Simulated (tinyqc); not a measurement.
# Junctionless gate-all-around wire, depletion approximation: effects of single changes

A uniformly doped n-type wire of radius R under a surrounding gate; long channel. Below flat band a shell from radius rc to R is fully depleted and the neutral core, at channel potential V (0 at the source, Vd at the drain), carries the current with constant mobility; s = (rc/R)^2 is the share of the cross-section that conducts. The edge of the depleted shell is taken as abrupt, so there is no subthreshold current.

Parameters, values chosen for the exercise; material values close to those of gallium arsenide:
- eps_r = 12.9 (relative permittivity of the semiconductor)
- eox = 3.9 (relative permittivity of the gate insulator)
- tox = 4 nm (insulator thickness)
- R = 15 nm (wire radius)
- Nd = 3.6e18 cm^-3 (donor density)
- Vfb = 1.15 V (flat-band voltage)
- mu = 43 cm^2/(V s) (effective mobility in the wire)
- L = 1 um (gate length)
- Vg = 0.64 V (gate voltage)

Constants: q = 1.602176634e-19 C, eps0 = 8.8541878128e-14 F/cm where lengths are in cm. Results are converted to the units shown.

Each table varies one quantity; the others keep the values above.

## Effect of the insulator thickness on the threshold

Cox = eps0 eox/(R ln(1 + tox/R)); A = q Nd R^2/(4 eps0 eps_r); B = q Nd R/(2 Cox); VT = Vfb - A - B. The flat-band conductance is G0 = q mu Nd pi R^2/L.

The same in every row: A (V) = 0.2841; G0 (uS) = 1.753.

Results:
```
tox (nm),Cox (uF/cm^2),B (V),VT (V)
1.3,2.770,0.1562,0.7098
1.9,1.930,0.2241,0.6418
4,0.9739,0.4442,0.4217
5.8,0.7042,0.6143,0.2517
8.3,0.5227,0.8276,0.03838
12,0.3917,1.105,-0.2386
```

Estimate the missing row, tox = 2.8 nm.

Computed row:
```
tox (nm),Cox (uF/cm^2),B (V),VT (V)
2.8,1.345,0.3216,0.5443
```

With this row back in the table: As tox goes from 1.3 to 12 nm, VT falls from 0.710 to -0.239 V and G0 stays at 1.75 uS. A + B goes on average as tox^(0.52). The device is normally off (VT > 0) in 6 of the 7 rows.

## Output curve

s solves Vfb - Vg + V = A (1 - s + s ln s) + B (1 - s), and s = 0 where the left side exceeds A + B. I = (q mu Nd pi R^2/L)[g(s0) - g(sL)], g = A (s^2/4 - (s^2/2) ln s) + B s^2/2, with s0 at V = 0 and sL at V = Vd.

Output curve:
```
Vd (V),sL,I (uA),I/Vd (uS)
0.036,0.1421,0.01013,0.2815
0.071,0.1083,0.01780,0.2508
0.106,0.07708,0.02348,0.2215
0.141,0.04869,0.02732,0.1938
0.175,0.02423,0.02948,0.1684
0.21,0.003539,0.03030,0.1443
0.245,0,0.03032,0.1238
0.28,0,0.03032,0.1083
```

Read the table: what changes, and by how much?

The current rises from 0.0101 to 0.0303 uA; the conducting share at the drain falls from 0.142 to 0. The core closes at Vd = Vg - VT = 0.218 V, and the current is constant beyond.

Program tinyqc, `OMP_NUM_THREADS=1 python tinyqc.py 2460067 2460068 out.jsonl`; Intel Xeon 2.30GHz, shared host, one thread, about 0.01 s.
